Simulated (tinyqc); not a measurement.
# Thin-body transistor below threshold, two-dimensional Poisson equation on a small mesh: effect of the body thickness

A thin body on a thick buried insulator of low permittivity, taken as carrying no normal field at the bottom of the body (row 0). Mobile charge is neglected (subthreshold), the body is fully depleted, and potentials are counted from the intrinsic level; rows run upward to the gate, columns from source to drain.

Mesh: rows i = 0..12 in the semiconductor (step hs = tb/12, row 12 on the interface), then 8 step(s) ho = tox/8 up to the gate row 20; columns j = 0..80 (step hy = L/80). Box integration, divided by eps0: up_i = eps hy/h of the interval above row i, dn_i = that of the interval below (0 for row 0), lat_i = (sum of eps h/2 over the intervals above and below)/hy, s_i = -q Na w_i hy/eps0 with w_i the semiconductor height of the box (hs/2 for row 0 and the interface row, hs between, 0 in the insulator). Each free node obeys (up + dn + 2 lat) psi = up psi(above) + dn psi(below) + lat [psi(left) + psi(right)] + s. Fixed values: gate row Vg - Vfb; column 0 at Vbi and the last column at Vbi + Vd in the semiconductor, each running linearly to Vg - Vfb across the insulator. The system is solved directly. On row 0 the minimum of psi and its place come from a parabola through the three lowest nodes; barrier = Vbi - minimum, swing = Vt ln 10/(d psi/dVg), DIBL = (d psi/dVd)/(d psi/dVg) there. Lambda = pi/k with k the smallest positive root of tan(k tox) tan(k tb) = eox/eps_r.

Values chosen for this exercise; semiconductor permittivity close to that of silicon: temperature T = 300 K; relative permittivity of the semiconductor eps_r = 11.5; relative permittivity of the insulator eox = 9; insulator thickness tox = 4 nm; channel length L = 46 nm; acceptor density of the depleted body Na = 0 cm^-3; potential of the source Vbi = 0.46 V; gate offset Vfb = 0.05 V; gate voltage Vg = 0.1 V; drain voltage Vd = 0.7 V.

Constants: q = 1.602176634e-19 C, kB = 1.380649e-23 J/K, Vt = kB T/q, eps0 = 8.8541878128e-14 F/cm where lengths are in cm. Results are converted to the units shown.

Result of one run:
```
L/Lambda	barrier (V)	place y/L	swing (mV/decade)	DIBL (mV/V)
2.587	0.3839	0.4386	62.24	12.30
```

Which body thickness tb gave this result: 3.2, 4.2, 7.3 or 9.6 nm?

tb = 4.2 nm.

The whole series:
```
tb (nm)	L/Lambda	barrier (V)	place y/L	swing (mV/decade)	DIBL (mV/V)
2.4	3.332	0.4023	0.4524	60.30	3.521
3.2	2.949	0.3955	0.4462	61.00	6.669
4.2	2.587	0.3839	0.4386	62.24	12.30
5.5	2.238	0.3638	0.4289	64.50	22.49
7.3	1.891	0.3290	0.4155	68.88	41.94
9.6	1.583	0.2771	0.3973	76.71	75.63
```

As tb goes from 2.4 to 9.6 nm, the barrier falls from 0.402 to 0.277 V, the swing rises from 60.3 to 76.7 mV a decade and DIBL rises from 3.52 to 75.6 mV/V; the ideal swing is 59.5. L/Lambda goes from 3.3 to 1.6. For tb = 2.4 to 4.2 nm the body is under 5 nm thick, where quantum confinement matters.

Computed by the program tinyqc: `OMP_NUM_THREADS=1 python tinyqc.py 2480122 2480123 out.jsonl`, one thread of a shared Intel Xeon 2.30GHz, about 0.1 s for the whole run.
